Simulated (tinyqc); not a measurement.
What each parameter does: buckled dimers of a reconstructed (001) surface, two dangling bonds a dimer.

In a dimer one atom moves up by z and the other down by z; the dangling bond of the up atom (more s-like) falls by gm z and that of the down atom rises by gm z. With all dimers tilted alike: H(k) = [[-gm z - 2 ta cos k, -tp - 2 tx cos k], [., gm z - 2 ta cos k]], k along the row in 1/a. Two electrons a dimer fill the lowest N of the 2N levels on the mesh k_j = (j + 1/2) pi/N. Total energy a dimer: W(z) = (2/N) sum of the filled levels + kf z^2. Repulsion between electrons is left out.

Values chosen for the exercise (of the size met on Si(001); the results hold for these values, not for the real material): tp = 0.27 eV (pi coupling inside a dimer); ta = 0.16 eV (coupling between like atoms along the row); tx = 0.02 eV (diagonal coupling along the row); gm = 1.65 eV/angstrom (shift of a dangling bond with height); kf = 4.5 eV/angstrom^2 (force constant of buckling); N = 16 (k points).

z minimises W on 0 to 1 angstrom; gain over flat dimers; gap on 201 points from 0 to pi.

Results for these values:
```
case  z (angstrom)  gain (eV)  gap (eV)
base        0.3279     0.1623    0.5716
```

What happens to each result for tx = 0.05 eV, all else kept?

Answer: z falls from 0.3279 to 0.3270; gain rises from 0.1623 to 0.1679; gap rises from 0.5716 to 0.5799.

The same for each parameter in turn:
```
case                     z (angstrom)  gain (eV)  gap (eV)
base                           0.3279     0.1623    0.5716
tp = 0.23 eV                   0.3389     0.1750    0.5715
ta = 0.19 eV                   0.3279     0.1139    0.4516
tx = 0.05 eV                   0.3270     0.1679    0.5799
gm = 1.782 eV/angstrom         0.3657     0.2457    0.7726
kf = 4.05 eV/angstrom^2        0.3729     0.2174    0.7058
```

Program tinyqc; command `OMP_NUM_THREADS=1 python tinyqc.py 1452234 1452235 out.jsonl`; about 0.02 s on one thread of a shared Intel(R) Xeon(R) Processor @ 2.30GHz.
